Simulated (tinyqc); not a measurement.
## Gain factor and gap resistance from two string resistances

Question. At small bit-line voltage each of the 48 cells has the resistance 1/(K x) at overdrive x (no mobility reduction) in series with a gap resistance Rg. Find K, Rg and the share of the gaps at the higher overdrive.

resistance of a string of 48 equal cells at overdrives of 3 and 7 V (kohm): 5260.4444  2720.7619

Answer. The resistance per cell is a straight line in 1/x with slope 1/K and intercept Rg.

K = 3.600 uA/V^2
Rg = 17.00 kohm
share of the gaps = 29.99 %

Computed by the program tinyqc: `OMP_NUM_THREADS=1 python tinyqc.py 2142158 2142159 out.jsonl`, one thread of a shared Intel Xeon 2.30GHz, about 0.4 s for the whole run.
